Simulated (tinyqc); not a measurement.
Six-transistor SRAM cell, nodal equations and margins: course of the iteration: node voltages in a read by Newton steps.

Two cross-coupled inverters (pull-down bn, pull-up bp) hold the nodes Q and QB; access transistors (ba, threshold VTn, gate on the word line at Vdd when selected) join them to the bit lines. Transistor (EKV form, voltages against the body): I = 2 n b Vt^2 [F(vp - Vs) - F(vp - Vd)] from drain to source, F(v) = ln^2(1 + exp(v/(2 Vt))), vp = (Vg - VT + sg |Vd - Vs|)/n. n-channel bodies are at 0; for the p-channel device all voltages are counted down from Vdd. b in uA/V^2 gives I in uA. For an access transistor the bit line is the drain and the node the source. In a read both bit lines are at Vdd. The cell is symmetric (no mismatch).

F1 = In(gate QB, drain Q) - Ip(gate QB, drain Q) - Ia(bit line, Q), F2 the same with Q and QB exchanged; J by central differences with +/- 1e-6 V; solve J d = -F, limit each component to +/- 0.15 V and add.

Stop when the largest change of (Q, QB) is below 1e-9 V, or after 30 iterations. The rule counts as met only at the stable state with Q low.

Parameters, values chosen for the exercise:
- T = 300 K (temperature)
- Vdd = 0.4 V (supply voltage)
- n = 1.18 (slope factor)
- sg = 0.047 (drain-induced barrier lowering)
- VTn = 0.42 V (n-channel threshold)
- VTp = 0.32 V (p-channel threshold (magnitude))
- bn = 620 uA/V^2 (gain factor of the pull-down transistor)
- ba = 310 uA/V^2 (gain factor of the access transistor)
- bp = 280 uA/V^2 (gain factor of the pull-up transistor)

Constants: q = 1.602176634e-19 C, kB = 1.380649e-23 J/K, Vt = kB T/q. Results are converted to the units shown.

(Q, QB) at the start (V): Q 0.000000, QB 0.400000

Course of the iteration:
```
iteration      Q (V)  largest |change| of one entry (V)
1          0.0149748                             0.0150
2          0.0185986                            3.62e-3
3          0.0187827                            1.84e-4
4          0.0187831                            4.52e-7
5          0.0187831                           2.71e-12
```

Did this iteration meet its convergence test, and what does its course show?

Yes. Converged in 5 iterations. At the end the number of correct digits about doubles with each step.

Computed by the program tinyqc: `OMP_NUM_THREADS=1 python tinyqc.py 2340139 2340140 out.jsonl`, one thread of a shared Intel Xeon 2.30GHz, about 0.2 s for the whole run.
